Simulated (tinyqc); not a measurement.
What each parameter does: two-band k.p model of the X valleys of a zinc-blende crystal.

k along the valley axis, counted from X, c = hbar^2/2m0, e = c k^2/ml. H = [[e - D/2, i P k], [-i P k, e + D/2]] with P^2 = D0 c/ml, so E = e -/+ sqrt(D^2/4 + D0 e). For D = 0 (diamond lattice) the bands cross at X.

With x = D/D0: for x < 1 the minima lie at k_m = sqrt(ml D0 (1 - x^2)/(4 c)), the hump at X has the height dE = (D0/4)(1 - x)^2 and the mass at the minimum is ml/(1 - x^2); the mass at X is ml/(1 - 1/x), negative for x < 1. For x > 1 the minimum is at X.

Thermal masses along the axis for one X point, lower band, E from the minimum, on 1601 points from -0.8 to 0.8 1/angstrom: density-of-states mass m_d = c I^2/(pi kT), I = integral of exp(-E/kT) dk; conductivity mass m_c = 2 c kT/<(dE/dk)^2> with central differences.

Constants: hbar^2/2m0 = 3.80998211 eV angstrom^2; kB = 8.617333262e-05 eV/K.

Values chosen for the exercise (of the order of those of AlAs; not measured data):

| symbol | value | unit | meaning |
|---|---|---|---|
| D | 0.352 | eV | splitting of the two conduction levels at X |
| D0 | 0.131 | eV | coupling energy |
| ml | 0.596 | m0 | mass along the axis from remote bands |
| T | 50 | K | temperature |

Shape of the lower band and thermal masses. Each row changes one parameter from the base and keeps the others.

Results:

| case | k_m (1/angstrom) | dE (meV) | m_d (m0) | m_c (m0) |
|---|---|---|---|---|
| base | 0.0000 | 0.000 | 0.943 | 0.938 |
| D = 0.3414 eV | 0.0000 | 0.000 | 0.960 | 0.954 |
| D0 = 0.1271 eV | 0.0000 | 0.000 | 0.928 | 0.923 |
| ml = 0.6139 m0 | 0.0000 | 0.000 | 0.972 | 0.966 |
| T = 48.5 K | 0.0000 | 0.000 | 0.944 | 0.938 |

The largest shifts from the base row, up to three for each result and ties (the steps differ in size, so this ranks the rows, not the parameters). k_m (1/angstrom): unchanged at the printed digits by D, D0, ml and T. dE (meV): unchanged at the printed digits by D, D0, ml and T. m_d (m0): ml +0.028, D +0.017, D0 -0.016. m_c (m0): ml +0.028, D +0.016, D0 -0.015; unchanged at the printed digits by T.

tinyqc: `OMP_NUM_THREADS=1 python tinyqc.py 1850891 1850892 out.jsonl`; about 0.01 s, one thread, shared Intel(R) Xeon(R) Processor @ 2.30GHz.
